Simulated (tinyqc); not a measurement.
Ballistic Schottky-barrier transistor with a two-dimensional channel, WKB contacts: two steps of the calculation.

Source Fermi level 0, drain Fermi level -Vd. Far from the contacts Ec = pn - psi, and the gate moves psi one to one; the band edges relax as exp(-x/lam) from pn at the source and pn - Vd at the drain; Ev = Ec - Eg. A carrier of energy w inside the channel band meets at a contact a barrier of height D (the contact edge beyond the channel edge): T = 1 for w >= D, else exp(-S), S = 4 lam sqrt(m/C) [sqrt(D - w) - sqrt(w) arctan sqrt((D - w)/w)], C = hbar^2/(2 m0). The two contacts combine as Ts Td/(Ts + Td - Ts Td).

Values chosen for this exercise; channel values close to those of a tungsten diselenide layer:

| symbol | value | unit | meaning |
|---|---|---|---|
| T | 300 | K | temperature |
| Eg | 1.4 | eV | band gap |
| pn | 0.96 | eV | barrier for electrons at both contacts |
| mp | 0.41 | m0 | hole mass |
| g | 2 |  | valleys or subbands |
| lam | 1 | nm | screening length at the contacts |
| Vd | 0.7 | V | drain bias |
| ps | -0.2 | V | band shift psi of the channel by the gate |
| w0 | 0.31 | eV | energy of one carrier inside the channel band |
| wm | 1.1 | eV | upper end of the grid |
| nE | 13 |  | points of the grid |

Constants: q = 1.602176634e-19 C, kB = 1.380649e-23 J/K, hbar = 1.054571817e-34 J s, h = 6.62607015e-34 J s, m0 = 9.1093837015e-31 kg, Vt = kB T/q, hbar^2/(2 m0) = 0.0380998212 eV nm^2. Results are converted to the units shown.

Question 1. Transmission of one of the holes. S and T at both contacts for w = w0, and the tunnelling distance lam ln(D/w) at the higher barrier.

D for holes (eV): source 0.20000000, drain 0.90000000

Find: S at the source; S at the drain; combined T; tunnelling distance.

Answer 1.

S at the source = 0
S at the drain = 3.1853
combined T = 0.041365
tunnelling distance = 1.0658 nm

Question 2. Current of the holes on a coarse grid. I/W = g (2 q^2/h) int T(w) [N(Es + w) - N(Ed + w)] dw with w the energy of motion along the channel, N(y) = (1/2 pi) sqrt(pi m kB T/C) Fm(-y/kB T), Fm(x) = (1/sqrt(pi)) int_0^infinity u^(-1/2)/(1 + exp(u - x)) du. Electrons: Ds = psi, Dd = psi - Vd, Es = Ec, Ed = Ec + Vd. Holes: Ds = -psi, Dd = Vd - psi, Es = -Ev, Ed = -Ev - Vd. The size of each current is taken; both flow from drain to source and add. Simpson's rule on nE equally spaced w from 0 to wm.

Wanted: w; Ts; Td; T; size of the supply difference; current.

Answer 2.

w, point 0 to 12 (eV): [0.0000, 0.0917, 0.1833, 0.2750, 0.3667, 0.4583, 0.5500, 0.6417, 0.7333, 0.8250, 0.9167, 1.0083, 1.1000]
Ts, point 0 to 12: [0.0028279, 0.35596, 0.95246, 1.0000, 1.0000, 1.0000, 1.0000, 1.0000, 1.0000, 1.0000, 1.0000, 1.0000, 1.0000]
Td, point 0 to 12: [3.9242e-6, 0.0010622, 0.0073440, 0.027461, 0.074102, 0.16111, 0.29811, 0.48369, 0.69898, 0.90184, 1.0000, 1.0000, 1.0000]
T, point 0 to 12: [3.9188e-6, 0.0010602, 0.0073413, 0.027461, 0.074102, 0.16111, 0.29811, 0.48369, 0.69898, 0.90184, 1.0000, 1.0000, 1.0000]
size of the supply difference, point 0 to 12 (1/um): [707.26, 632.41, 547.17, 445.09, 306.88, 93.685, 4.4805, 0.13196, 0.0038086, 1.0986e-4, 3.1689e-6, 9.1407e-8, 2.6366e-9]
current = 797.35 uA/um

Range of the model: No scattering, image-force lowering, channel charge or band-to-band tunnelling; parabolic kappa overstates S deep in the gap.

Computed by the program tinyqc: `OMP_NUM_THREADS=1 python tinyqc.py 2390119 2390120 out.jsonl`, one thread of a shared Intel Xeon 2.30GHz, about 0.2 s for the whole run.
